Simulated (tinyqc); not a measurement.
Time-domain thermoreflectance: layered heat flow under a modulated pulse train, and what the signal ratio measures: one step, computed by the program tinyqc.

Pulses repeat at 80 MHz; heat is laid down at the surface, all layers are isotropic, and the film is in perfect contact with the substrate.

Question. Length and time scales. Penetration depth sqrt(kappa/(pi f C)); effusivity sqrt(kappa C); cooling time of the metal d C_m/G; Kapitza length kappa/G.

Inputs (values chosen for the exercise, modelled on aluminium on silica):

| quantity | value | unit |
|---|---|---|
| metal thickness d | 60 | nm |
| metal heat capacity | 2.42 | MJ/(m^3 K) |
| boundary conductance G under the metal | 78 | MW/(m^2 K) |
| substrate conductivity kappa | 1.37 | W/(m K) |
| substrate heat capacity C | 1.6 | MJ/(m^3 K) |
| modulation frequency f | 12 | MHz |
| spot radius w (1/e^2, pump and probe) | 7 | micrometre |

Stack: metal, film, substrate.

Give: penetration depth; effusivity; cooling time of the metal; Kapitza length; depth over spot radius.

Answer.

penetration depth = 0.1507 micrometre

effusivity = 1481 W s^(1/2)/(m^2 K)

cooling time of the metal = 1862 ps

Kapitza length = 17.56 nm

depth over spot radius = 0.02153
